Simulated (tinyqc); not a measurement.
# Hot electrons in a saturated n-channel MOSFET, lucky-electron model: several studies

Beyond pinch-off the lateral field grows as Esat cosh(y/l) over the velocity-saturated region (pseudo-two-dimensional model). Impact ionisation in this region gives the substrate current, which biases the body forward through Rsub. Currents are per width. Local-field laws: they overstate ionisation when the field peak is narrower than an energy relaxation length.

Inputs (values chosen for the exercise); values close to those of silicon n-channel devices:
- L = 0.5 um (channel length)
- tox = 11 nm (oxide thickness)
- xj = 140 nm (junction depth)
- VT = 0.78 V (threshold)
- mu = 270 cm^2/(V s) (effective mobility)
- vs = 9.2e6 cm/s (saturation velocity)
- Ai = 2e6 1/cm (ionisation prefactor)
- Bi = 1.72 MV/cm (ionisation field)
- Rd = 700 ohm um (resistance of the lightly doped drain)
- Rsub = 2700 ohm um (substrate resistance)
- kb = 0.49 (fall of VT per volt of forward body bias)
- m = 2.9 (lifetime exponent)
- Hl = 23000 s uA/um (lifetime constant)
- Vd = 3.6 V (drain voltage)
- Vg = 1.8 V (gate voltage)

Constants: eps0 = 8.8541878128e-14 F/cm where lengths are in cm. Results are converted to the units shown.

Each table varies one quantity; the others keep the values above.

## Effect of the junction depth

Cox = 3.9 eps0/tox, l = sqrt(3 tox xj), Esat = 2 vs/mu. Overdrive g = Vg - VT + kb Vb; Vdsat = g Esat L/(g + Esat L); Id = Cox vs (g - Vdsat); dV = Vd - Id Rd - Vdsat; Em = sqrt((dV/l)^2 + Esat^2); Isub = Id (Ai/Bi) l Em exp(-Bi/Em). Vb = Rsub Isub is solved self-consistently. Lifetime tau = (Hl/Id)(Isub/Id)^(-m); 1 year = 3.15576e7 s.

Effect of the junction depth:

| xj (nm) | Id (uA/um) | Em (MV/cm) | Isub (uA/um) | Isub/Id | tau (years) |
|---|---|---|---|---|---|
| 56 | 70.326 | 0.64415 | 15.678 | 0.22294 | 8.0498e-4 |
| 76 | 69.451 | 0.55501 | 10.122 | 0.14574 | 0.0027962 |
| 100 | 68.877 | 0.48556 | 6.4666 | 0.093885 | 0.010093 |
| 140 | 68.404 | 0.41238 | 3.4418 | 0.050316 | 0.062031 |
| 190 | 68.144 | 0.35589 | 1.7781 | 0.026093 | 0.41812 |
| 260 | 67.995 | 0.30637 | 0.81805 | 0.012031 | 3.9561 |
| 350 | 67.922 | 0.26635 | 0.35456 | 0.0052200 | 44.603 |

Read the table: what changes, and by how much?

As xj goes from 56 to 350 nm, Em falls from 0.644 to 0.266 MV/cm, Isub falls from 15.7 to 0.355 uA/um and tau rises from 8.05e-4 to 44.6 years. From the first row to the last, log10(tau) changes by 4.7: 4.7 from (Isub/Id)^(-m), which holds Em and l, and 0.015 from 1/Id. For xj = 56 to 76 nm Isub/Id passes 0.1, where multiplication of the secondary carriers, left out here, counts.

## Effect of the gate voltage

Same model as above.

Effect of the gate voltage:

| Vg (V) | Id (uA/um) | Em (MV/cm) | Isub (uA/um) | Isub/Id | tau (years) |
|---|---|---|---|---|---|
| 0.93 | 1.8349 | 0.51282 | 0.25987 | 0.14163 | 0.11500 |
| 1.26 | 17.265 | 0.47068 | 1.6621 | 0.096270 | 0.037441 |
| 1.6 | 46.336 | 0.43265 | 2.9741 | 0.064187 | 0.045198 |
| 1.93 | 84.418 | 0.39991 | 3.6167 | 0.042842 | 0.080123 |
| 2.27 | 131.65 | 0.36956 | 3.6611 | 0.027810 | 0.17990 |
| 2.6 | 183.73 | 0.34275 | 3.2932 | 0.017924 | 0.46078 |
| 2.93 | 240.87 | 0.31808 | 2.7148 | 0.011271 | 1.3496 |
| 3.27 | 304.16 | 0.29452 | 2.0592 | 0.0067702 | 4.6857 |
| 3.6 | 369.20 | 0.27316 | 1.4686 | 0.0039777 | 18.048 |

Read the table: what changes, and by how much?

As Vg goes from 0.93 to 3.6 V, Em falls from 0.513 to 0.273 MV/cm, Isub goes from 0.260 through a maximum of 3.66 (at Vg = 2.27 V among the rows listed) to 1.47 uA/um and tau goes from 0.115 through a minimum of 0.0374 (at Vg = 1.26 V among the rows listed) to 18.0 years. Id grows with Vg while the rising Vdsat lowers the field, hence the bell shape; the peak row has Vg/Vd = 0.63. At Vg = 0.93 V Isub/Id passes 0.1, where multiplication of the secondary carriers, left out here, counts.

## Effect of the drain voltage

Same model as above.

Results:

| Vd (V) | Id (uA/um) | Em (MV/cm) | Isub (uA/um) | Isub/Id | tau (years) |
|---|---|---|---|---|---|
| 2.2 | 67.873 | 0.21241 | 0.034674 | 5.1087e-4 | 37742 |
| 2.71 | 67.923 | 0.28446 | 0.36128 | 0.0053189 | 42.239 |
| 2.97 | 67.995 | 0.32167 | 0.82312 | 0.012105 | 3.8859 |
| 3.23 | 68.117 | 0.35904 | 1.6059 | 0.023575 | 0.56137 |
| 3.49 | 68.303 | 0.39651 | 2.7965 | 0.040942 | 0.11295 |
| 3.74 | 68.553 | 0.43258 | 4.3965 | 0.064132 | 0.030625 |
| 4 | 68.897 | 0.47011 | 6.5957 | 0.095732 | 0.0095359 |

Estimate the missing row, Vd = 2.46 V.

Computed row:

| Vd (V) | Id (uA/um) | Em (MV/cm) | Isub (uA/um) | Isub/Id | tau (years) |
|---|---|---|---|---|---|
| 2.46 | 67.888 | 0.24893 | 0.13333 | 0.0019640 | 759.87 |

With this row back in the table: As Vd goes from 2.2 to 4 V, Em rises from 0.212 to 0.470 MV/cm, Isub rises from 0.0347 to 6.60 uA/um and tau falls from 37700 to 0.00954 years. The slope of ln(tau) against 1/Vd is 81.3 V between the first two rows and 67.1 V between the last two; ten years are last met at Vd = 2.71 V among the rows. At Vd = 2.2 V tau is a far extrapolation that only says that hot carriers are no limit.

Computed by the program tinyqc: `OMP_NUM_THREADS=1 python tinyqc.py 2550117 2550118 out.jsonl`, one thread of a shared Intel Xeon 2.30GHz, about 0.01 s for the whole run.
